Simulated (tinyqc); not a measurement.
# Sub-threshold conduction and electro-thermal threshold of an amorphous chalcogenide, step by step

Computed by the program tinyqc: `OMP_NUM_THREADS=1 python tinyqc.py 2490135 2490136 out.jsonl`, one thread of a shared Intel Xeon 2.30GHz, about 0.02 s for the whole run. Printed values are rounded.

Trap-limited conduction: I = I0 exp(-Ea/kB T) sinh(q V dz/(2 ua kB T)), I0 = 2 q A Nt dz/ta. One lumped temperature T = T0 + Rt I V. The threshold is the largest V for which a steady state exists on the low-current branch.

Parameters, values chosen for the exercise; values of the order of Ge-Sb-Te and related chalcogenides: ambient temperature T0 = 300 K; cross-section A = 910 nm^2; amorphous thickness ua = 41 nm; distance between traps dz = 5.2 nm; activation energy Ea = 0.41 eV; trap density Nt = 2.4e19 cm^-3; attempt time ta = 1e-14 s; thermal resistance Rt = 4.6 K/uW; voltage across the amorphous layer V = 2.57 V.

Constants: q = 1.602176634e-19 C, kB = 1.380649e-23 J/K. Results are converted to the units shown.

Range of the model: Purely electronic switching mechanisms, filaments and series resistance are left out.

## Isothermal quantities

I0, the low-field resistance 2 ua kB T0 exp(Ea/kB T0)/(q dz I0), the slope voltage V0 = 2 ua kB T0/(q dz), and I at V without heating.

I0 = 3.63912 mA
low-field resistance = 864.978 Mohm
V0 = 0.407666 V
I without heating = 0.128866 uA

## Iteration 1: self-heating

T at the start = 300 K

I at the present T, then T(new) = T0 + Rt I V.

I = 0.128866 uA
T after iteration 1 = 301.523 K

## Iteration 2: self-heating

As before.

I = 0.135240 uA
T after iteration 2 = 301.599 K

## Course of the iteration

Stop when T changes by less than 1e-7 K; give up above 900 K or after 200 iterations.

Course of the iteration:
```
iteration  T(new) (K)    I (uA)  change (K)
1             301.523  0.128866        1.52
2             301.599  0.135240      0.0754
3             301.603  0.135561     3.80e-3
4             301.603  0.135578     1.92e-4
5             301.603  0.135579     9.70e-6
6             301.603  0.135579     4.90e-7
7             301.603  0.135579     2.47e-8
```

Converged in 7 iterations. The loop gain dT(new)/dT is 0.051; it reaches 1 at the threshold, 3.445 V.
